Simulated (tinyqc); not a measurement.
RKS/LDA (VWN5) in the 6-311g basis, for H2, spin multiplicity 1, step by step. One step of it, computed by the program tinyqc.

Question. Iteration 2: building the Kohn-Sham matrix. J_ij = sum D_kl (ij|kl); F = H + J + V_xc; E = tr D H + tr D J / 2 + E_xc + E_nn.

D after iteration 1, order 1H 1s, 1H 2s, 1H 3s, 2H 1s, 2H 2s, 2H 3s:
```
[[0.044352, 0.083306, 0.070604, 0.044352, 0.083306, 0.070604],
 [0.083306, 0.156471, 0.132614, 0.083306, 0.156471, 0.132614],
 [0.070604, 0.132614, 0.112395, 0.070604, 0.132614, 0.112395],
 [0.044352, 0.083306, 0.070604, 0.044352, 0.083306, 0.070604],
 [0.083306, 0.156471, 0.132614, 0.083306, 0.156471, 0.132614],
 [0.070604, 0.132614, 0.112395, 0.070604, 0.132614, 0.112395]]
```

core Hamiltonian H = T + V (hartree), order 1H 1s, 1H 2s, 1H 3s, 2H 1s, 2H 2s, 2H 3s:
```
[[-0.194424, -0.785450, -0.553503, -0.070516, -0.238581, -0.319399],
 [-0.785450, -0.808566, -0.698613, -0.238581, -0.404749, -0.479333],
 [-0.553503, -0.698613, -0.706987, -0.319399, -0.479333, -0.567312],
 [-0.070516, -0.238581, -0.319399, -0.194424, -0.785450, -0.553503],
 [-0.238581, -0.404749, -0.479333, -0.785450, -0.808566, -0.698613],
 [-0.319399, -0.479333, -0.567312, -0.553503, -0.698613, -0.706987]]
```

Two-electron integrals (ij|kl) in chemists' order, unique and non-zero (hartree):
```
(11|11) 1.393035   (21|11) 0.822971   (21|21) 0.509703   (22|11) 0.822904
(22|21) 0.543028   (22|22) 0.644106   (31|11) 0.411256   (31|21) 0.257757
(31|22) 0.279868   (31|31) 0.130794   (32|11) 0.543681   (32|21) 0.365771
(32|22) 0.452669   (32|31) 0.189803   (32|32) 0.325140   (33|11) 0.494021
(33|21) 0.340115   (33|22) 0.445993   (33|31) 0.178035   (33|32) 0.331779
(33|33) 0.361682   (41|11) 0.011832   (41|21) 0.008018   (41|22) 0.009889
(41|31) 0.004164   (41|32) 0.007030   (41|33) 0.007003   (41|41) 0.000301
(42|11) 0.061829   (42|21) 0.043355   (42|22) 0.058865   (42|31) 0.022838
(42|32) 0.044289   (42|33) 0.048420   (42|41) 0.001841   (42|42) 0.015974
(43|11) 0.083349   (43|21) 0.058696   (43|22) 0.081283   (43|31) 0.030990
(43|32) 0.062209   (43|33) 0.070503   (43|41) 0.002430   (43|42) 0.023609
(43|43) 0.036894   (44|11) 0.387658   (44|21) 0.273747   (44|22) 0.384546
(44|31) 0.144759   (44|32) 0.297874   (44|33) 0.344910   (44|41) 0.011832
(44|42) 0.132786   (44|43) 0.215892   (44|44) 1.393035   (51|11) 0.132786
(51|21) 0.084079   (51|22) 0.092766   (51|31) 0.042789   (51|32) 0.063272
(51|33) 0.059779   (51|41) 0.001841   (51|42) 0.009987   (51|43) 0.013266
(51|44) 0.061829   (51|51) 0.015974   (52|11) 0.214004   (52|21) 0.145509
(52|22) 0.184152   (52|31) 0.075785   (52|32) 0.133723   (52|33) 0.138741
(52|41) 0.004294   (52|42) 0.030058   (52|43) 0.042677   (52|44) 0.214004
(52|51) 0.030058   (52|52) 0.073687   (53|11) 0.217567   (53|21) 0.150908
(53|22) 0.201328   (53|31) 0.079210   (53|32) 0.151156   (53|33) 0.167154
(53|41) 0.004766   (53|42) 0.038787   (53|43) 0.058858   (53|44) 0.308558
(53|51) 0.031541   (53|52) 0.087634   (53|53) 0.114984   (54|11) 0.273747
(54|21) 0.193168   (54|22) 0.270206   (54|31) 0.102101   (54|32) 0.208682
(54|33) 0.241081   (54|41) 0.008018   (54|42) 0.084079   (54|43) 0.135671
(54|44) 0.822971   (54|51) 0.043355   (54|52) 0.145509   (54|53) 0.208472
(54|54) 0.509703   (55|11) 0.384546   (55|21) 0.270206   (55|22) 0.373210
(55|31) 0.142555   (55|32) 0.286405   (55|33) 0.329778   (55|41) 0.009889
(55|42) 0.092766   (55|43) 0.147949   (55|44) 0.822904   (55|51) 0.058865
(55|52) 0.184152   (55|53) 0.260580   (55|54) 0.543028   (55|55) 0.644106
(61|11) 0.215892   (61|21) 0.135671   (61|22) 0.147949   (61|31) 0.068897
(61|32) 0.100500   (61|33) 0.094466   (61|41) 0.002430   (61|42) 0.013266
(61|43) 0.017870   (61|44) 0.083349   (61|51) 0.023609   (61|52) 0.042677
(61|53) 0.044654   (61|54) 0.058696   (61|55) 0.081283   (61|61) 0.036894
(62|11) 0.308558   (62|21) 0.208472   (62|22) 0.260580   (62|31) 0.108347
(62|32) 0.188201   (62|33) 0.193865   (62|41) 0.004766   (62|42) 0.031541
(62|43) 0.044654   (62|44) 0.217567   (62|51) 0.038787   (62|52) 0.087634
(62|53) 0.101745   (62|54) 0.150908   (62|55) 0.201328   (62|61) 0.058858
(62|62) 0.114984   (63|11) 0.316991   (63|21) 0.219306   (63|22) 0.291438
(63|31) 0.115018   (63|32) 0.218763   (63|33) 0.243053   (63|41) 0.005499
(63|42) 0.041769   (63|43) 0.062783   (63|44) 0.316991   (63|51) 0.041769
(63|52) 0.107177   (63|53) 0.137310   (63|54) 0.219306   (63|55) 0.291438
(63|61) 0.062783   (63|62) 0.137310   (63|63) 0.182574   (64|11) 0.144759
(64|21) 0.102101   (64|22) 0.142555   (64|31) 0.053954   (64|32) 0.109977
(64|33) 0.126958   (64|41) 0.004164   (64|42) 0.042789   (64|43) 0.068897
(64|44) 0.411256   (64|51) 0.022838   (64|52) 0.075785   (64|53) 0.108347
(64|54) 0.257757   (64|55) 0.279868   (64|61) 0.030990   (64|62) 0.079210
(64|63) 0.115018   (64|64) 0.130794   (65|11) 0.297874   (65|21) 0.208682
(65|22) 0.286405   (65|31) 0.109977   (65|32) 0.219287   (65|33) 0.252647
(65|41) 0.007030   (65|42) 0.063272   (65|43) 0.100500   (65|44) 0.543681
(65|51) 0.044289   (65|52) 0.133723   (65|53) 0.188201   (65|54) 0.365771
(65|55) 0.452669   (65|61) 0.062209   (65|62) 0.151156   (65|63) 0.218763
(65|64) 0.189803   (65|65) 0.325140   (66|11) 0.344910   (66|21) 0.241081
(66|22) 0.329778   (66|31) 0.126958   (66|32) 0.252647   (66|33) 0.293745
(66|41) 0.007003   (66|42) 0.059779   (66|43) 0.094466   (66|44) 0.494021
(66|51) 0.048420   (66|52) 0.138741   (66|53) 0.193865   (66|54) 0.340115
(66|55) 0.445993   (66|61) 0.070503   (66|62) 0.167154   (66|63) 0.243053
(66|64) 0.178035   (66|65) 0.331779   (66|66) 0.361682
```

nuclear repulsion = 0.38767561 hartree

V_xc (hartree), order 1H 1s, 1H 2s, 1H 3s, 2H 1s, 2H 2s, 2H 3s:
```
[[-0.491746, -0.309648, -0.157795, -0.006888, -0.055506, -0.085026],
 [-0.309648, -0.347316, -0.239760, -0.055506, -0.124042, -0.150763],
 [-0.157795, -0.239760, -0.225198, -0.085026, -0.150763, -0.172934],
 [-0.006888, -0.055506, -0.085026, -0.491746, -0.309648, -0.157795],
 [-0.055506, -0.124042, -0.150763, -0.309648, -0.347316, -0.239760],
 [-0.085026, -0.150763, -0.172934, -0.157795, -0.239760, -0.225198]]
```

E_xc = sum of w rho eps_xc = -0.52031582 hartree

Give: Coulomb J; Kohn-Sham matrix F; total energy of this density.

Answer.

Coulomb J (hartree), order 1H 1s, 1H 2s, 1H 3s, 2H 1s, 2H 2s, 2H 3s:
```
[[1.2001, 0.8010, 0.4153, 0.0197, 0.1507, 0.2263],
 [0.8010, 0.9953, 0.7236, 0.1507, 0.3647, 0.4551],
 [0.4153, 0.7236, 0.7629, 0.2263, 0.4551, 0.5751],
 [0.0197, 0.1507, 0.2263, 1.2001, 0.8010, 0.4153],
 [0.1507, 0.3647, 0.4551, 0.8010, 0.9953, 0.7236],
 [0.2263, 0.4551, 0.5751, 0.4153, 0.7236, 0.7629]]
```

Kohn-Sham matrix F (hartree), order 1H 1s, 1H 2s, 1H 3s, 2H 1s, 2H 2s, 2H 3s:
```
[[0.5140, -0.2941, -0.2960, -0.0577, -0.1434, -0.1781],
 [-0.2941, -0.1606, -0.2147, -0.1434, -0.1641, -0.1750],
 [-0.2960, -0.2147, -0.1693, -0.1781, -0.1750, -0.1651],
 [-0.0577, -0.1434, -0.1781, 0.5140, -0.2941, -0.2960],
 [-0.1434, -0.1641, -0.1750, -0.2941, -0.1606, -0.2147],
 [-0.1781, -0.1750, -0.1651, -0.2960, -0.2147, -0.1693]]
```

total energy of this density = -1.055794 hartree
